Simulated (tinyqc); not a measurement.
# p-n diode with diffusion and depletion-layer recombination: effects of single changes

Abrupt junction in the depletion approximation, low injection, full ionisation, neutral widths fixed, ohmic contact on the p side. Vj is the junction voltage; where a series resistance Rs is given, V = Vj + J Rs is the terminal voltage.

Parameters, values chosen for the exercise; band and dielectric values close to those of 4H silicon carbide:
- T = 300 K (temperature)
- Eg = 3.25 eV (band gap)
- eps_r = 9.83 (relative permittivity)
- Nc = 1.71e19 cm^-3 (conduction-band density of states at T)
- Nv = 2.51e19 cm^-3 (valence-band density of states at T)
- Na = 3.7e16 cm^-3 (acceptor density)
- Nd = 2.7e15 cm^-3 (donor density)
- mun = 560 cm^2/(V s) (electron mobility in the p side)
- mup = 120 cm^2/(V s) (hole mobility in the n side)
- tn = 6e-9 s (electron lifetime)
- tp = 2e-7 s (hole lifetime)
- wp = 0.78 um (neutral width of the p side)
- wn = 2.7 um (neutral width of the n side)
- Sp = 1e7 cm/s (recombination velocity at the n contact)
- Rs = 0.0012 ohm cm^2 (series resistance)
- Et = 0.19 eV (trap level above the intrinsic level)
- Vj = 1.23 V (junction voltage at which recombination is evaluated)

Constants: q = 1.602176634e-19 C, kB = 1.380649e-23 J/K, Vt = kB T/q, eps0 = 8.8541878128e-14 F/cm where lengths are in cm. Results are converted to the units shown.

Each table varies one quantity; the others keep the values above.

## Currents and ideality against junction voltage

ni = sqrt(Nc Nv) exp(-Eg/(2 Vt)), Eg in volts; D = mu Vt; Ln = sqrt(Dn tn), Lp = sqrt(Dp tp); J0n = q ni^2 Dn coth(wp/Ln)/(Ln Na); J0p = (q ni^2 Dp/(Lp Nd)) (s + tanh(wn/Lp))/(1 + s tanh(wn/Lp)), s = Sp Lp/Dp. J_diff = (J0n + J0p)(exp(Vj/Vt) - 1). Vbi = Vt ln(Na Nd/ni^2), W = sqrt(2 eps0 eps_r (Vbi - Vj)(1/Na + 1/Nd)/q), xp = W Nd/(Na + Nd), xn = W Na/(Na + Nd); u(x) = q Na (x + xp)^2/(2 eps0 eps_r) for x < 0 and Vbi - Vj - q Nd (xn - x)^2/(2 eps0 eps_r) for x > 0; p = Na exp(-u/Vt), n = Nd exp((u - Vbi + Vj)/Vt); U = ni^2 (exp(Vj/Vt) - 1)/(tp (n + ni exp(Et/Vt)) + tn (p + ni exp(-Et/Vt))); J_scr = q times the integral of U from -xp to xn. J = J_diff + J_scr. Ideality = (1/Vt) dVj/d ln J or (1/Vt) dV/d ln J; last column ni^2 exp(Vj/Vt)/N^2.

Result of one run:
```
Vj (V)	J_diff (A/cm^2)	J_scr (A/cm^2)	J (A/cm^2)	V (V)	ideality against Vj	ideality against V	minority/doping, lighter side
0.96	2.223e-30	7.338e-18	7.338e-18	0.9600	1.973	1.973	1.994e-31
```

What becomes of these results when the junction voltage at which recombination is evaluated Vj is changed from 0.96 to 1.96 V, all else the same?

Result of the changed run:
```
Vj (V)	J_diff (A/cm^2)	J_scr (A/cm^2)	J (A/cm^2)	V (V)	ideality against Vj	ideality against V	minority/doping, lighter side
1.96	1.401e-13	2.668e-9	2.668e-9	1.960	1.944	1.944	1.256e-14
```

The whole series:
```
Vj (V)	J_diff (A/cm^2)	J_scr (A/cm^2)	J (A/cm^2)	V (V)	ideality against Vj	ideality against V	minority/doping, lighter side
0.71	1.404e-34	5.466e-20	5.466e-20	0.7100	1.970	1.970	1.258e-35
0.96	2.223e-30	7.338e-18	7.338e-18	0.9600	1.973	1.973	1.994e-31
1.21	3.522e-26	9.906e-16	9.906e-16	1.210	1.969	1.969	3.158e-27
1.46	5.580e-22	1.353e-13	1.353e-13	1.460	1.964	1.964	5.003e-23
1.71	8.841e-18	1.877e-11	1.877e-11	1.710	1.956	1.956	7.926e-19
1.96	1.401e-13	2.668e-9	2.668e-9	1.960	1.944	1.944	1.256e-14
2.2	1.507e-9	3.229e-7	3.244e-7	2.200	1.917	1.917	1.351e-10
2.45	2.387e-5	5.169e-5	7.556e-5	2.450	1.470	1.470	2.141e-6
2.7	0.3782	0.01055	0.3888	2.700	1.012	1.030	0.03391
```

The ideality against Vj goes from 1.970 through a maximum of 1.973 (at Vj = 0.96 V among the rows listed) to 1.012. Diffusion overtakes recombination in the layer between Vj = 2.45 and 2.7 V. J_scr alone has an ideality of 1.97 between the first two rows and 1.82 between the last two.

## Effect of the recombination velocity at the n contact

Same model as above.

J = J_diff + J_scr.

The same in every row: J0n (A/cm^2) = 8.916e-47; J_scr (A/cm^2) = 1.467e-15; J_scr/J (%) = 100.0; wn/Lp = 0.3428.

Effect of the recombination velocity at the n contact:
```
Sp (cm/s)	J0p (A/cm^2)	J_diff (A/cm^2)
1	8.366e-48	4.489e-26
10	8.417e-48	4.492e-26
100	8.928e-48	4.515e-26
1000	1.365e-47	4.733e-26
10000	3.955e-47	5.925e-26
1e5	6.949e-47	7.303e-26
1e6	7.598e-47	7.602e-26
1e7	7.671e-47	7.635e-26
```

As Sp goes from 1 to 1e7, J0p rises from 8.37e-48 to 7.67e-47 A/cm^2, J_scr stays at 1.47e-15 A/cm^2 and its share stays at 100 %. J0p crosses its long-base value at Sp = Dp/Lp = 3940 cm/s; with wn/Lp = 0.34 the contact changes it by a factor of 9.17 over the table.

Program tinyqc, `OMP_NUM_THREADS=1 python tinyqc.py 2260033 2260034 out.jsonl`; Intel Xeon 2.30GHz, shared host, one thread, about 0.01 s.
